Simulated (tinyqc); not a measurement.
Sweep of a uniaxial [110] stress: six-band Luttinger-Kohn model with strain.

Six-band Luttinger-Kohn model in the basis |3/2,3/2>, |3/2,1/2>, |3/2,-1/2>, |3/2,-3/2>, |1/2,1/2>, |1/2,-1/2>, electron energies, zero at the top of the unstrained valence band. H = -[rows: (P+Q, -S, R, 0, -S/r2, r2 R); (-S*, P-Q, 0, R, -r2 Q, r32 S); (R*, 0, P-Q, S, r32 S*, r2 Q); (0, R*, S*, P+Q, -r2 R*, -S*/r2); (-S*/r2, -r2 Q, r32 S, -r2 R, P+Dso, 0); (r2 R*, r32 S*, r2 Q, -S/r2, 0, P+Dso)], r2 = sqrt(2), r32 = sqrt(3/2). Levels are twofold.

P = c g1 k^2 - av tr(e); Q = c g2 (kx^2 + ky^2 - 2 kz^2) - (b/2)(exx + eyy - 2 ezz); R = c sqrt3 [-g2 (kx^2 - ky^2) + 2i g3 kx ky] + (sqrt3/2) b (exx - eyy) - i d exy; S = 2 c sqrt3 g3 (kx - i ky) kz - d (exz - i eyz); c = hbar^2/2m0, e the strain tensor (not engineering shear).

s11 = (C11 + C12)/((C11 - C12)(C11 + 2 C12)), s12 = -C12/((C11 - C12)(C11 + 2 C12)), s44 = 1/C44; exx = s11 sxx + s12 (syy + szz) and cyclic, exy = s44 sxy/2; tension is positive. A uniaxial stress X along the unit vector n is s_ij = X n_i n_j.

Constants: hbar^2/2m0 = 3.80998211 eV angstrom^2.

Inputs chosen for the exercise (near those of Ge; not measured data): Dso = 0.303 eV (spin-orbit splitting); g1 = 13.51 (Luttinger gamma1); g2 = 4.22 (gamma2); g3 = 5.66 (gamma3); av = 1.22 eV (valence hydrostatic potential); b = -2.54 eV (tetragonal shear potential); d = -5.14 eV (trigonal shear potential); C11 = 128.4 GPa; C12 = 48.1 GPa; C44 = 63.6 GPa; load = uniaxial [110] (kind of stress).

Edges at k = 0 and curvature masses of the top pair along [110] and [001] (step 0.0002 1/angstrom); at zero stress the top is fourfold and has no single curvature.

Edges and masses:

| X (GPa) | top (eV) | second (eV) | third (eV) | splitting (meV) | m [110] | m [001] |
|---|---|---|---|---|---|---|
| -2.10 | 0.0575 | -0.0644 | -0.3303 | 121.9 | 0.034 | 0.149 |
| -1.40 | 0.0355 | -0.0432 | -0.3181 | 78.6 | 0.036 | 0.140 |
| -0.70 | 0.0161 | -0.0217 | -0.3088 | 37.7 | 0.038 | 0.130 |
| 0.00 | 0.0000 | 0.0000 | -0.3030 | 0.0 | - | - |
| 0.70 | 0.0219 | -0.0120 | -0.3014 | 33.9 | 0.305 | 0.052 |
| 1.40 | 0.0439 | -0.0194 | -0.3047 | 63.3 | 0.297 | 0.051 |
| 2.10 | 0.0661 | -0.0221 | -0.3128 | 88.2 | 0.290 | 0.049 |

The splitting reaches 121.9 meV under compression and 88.2 meV under the same tension; linear shear terms alone would make the two equal, and the difference comes from the coupling to the split-off band. At the ends of the sweep the top pair has a mass along [110] of 0.034 under compression and 0.290 under tension, so compression gives the lighter holes along [110]; along [001] it has 0.149 and 0.049. The top edge itself moves by +57 and +66 meV.

Program tinyqc; command `OMP_NUM_THREADS=1 python tinyqc.py 1050648 1050649 out.jsonl`; about 0.03 s on one thread of a shared Intel(R) Xeon(R) Processor @ 2.30GHz.
